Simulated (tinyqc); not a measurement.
How far the fits carry: temperature and isotope dependence of a band gap in oscillator models.

E(T) = E0 - sum_i sl_i th_i n_i(T), n = 1/(exp(th/T) - 1). The same coupling lowers the gap at 0 K by the zero-point term ZP = sum_i sl_i th_i/2, so the gap of the static lattice is E0 + ZP. Thermal expansion is taken as part of the slopes.

Two-parameter forms are made to pass through the falls at the two temperatures T12: Varshni aV T^2/(T + bV), from the line T^2/fall = (T + bV)/aV; one oscillator s1 t1/(exp(t1/T) - 1), with t1 from the ratio of the falls.

Inputs chosen for the exercise (near those of Ge; the results hold for these values, not for the real material): E0 = 0.749 eV (gap at 0 K); th = (127, 307) K (temperatures of two oscillators); sl = (0.1287, 0.2613) meV/K (their high-temperature slopes); T12 = (220, 390) K (temperatures of the fits).

Falls of the gap from E0, and errors of the two fits against the model.

Results:
```
T (K)  fall (meV)  Varshni - model (meV)  one oscillator - model (meV)  fall/ZP
20           0.03                   0.65                         -0.03    0.001
50           1.57                   2.24                         -0.75    0.033
100         10.29                   2.81                         -0.79    0.213
200         40.46                   0.39                         -0.07    0.838
300         76.02                  -0.71                          0.09    1.574
400        113.23                   0.16                         -0.02    2.345
600        189.41                   5.94                         -0.56    3.923
800        266.49                  14.88                         -1.27    5.520
```

Below the first fit point the largest errors are +2.81 meV (Varshni, 100 K, on a fall of 10.29 meV) and -0.79 meV (one oscillator, 100 K); a T^2 law cannot freeze out; a single oscillator misses the soft modes. At 800 K, beyond the second fit point, they are +14.9 and -1.3 meV, so the oscillator extrapolates better here. The thermal fall equals ZP between 200 and 300 K.

tinyqc: `OMP_NUM_THREADS=1 python tinyqc.py 1881025 1881026 out.jsonl`; about 0.01 s, one thread, shared Intel(R) Xeon(R) Processor @ 2.30GHz.
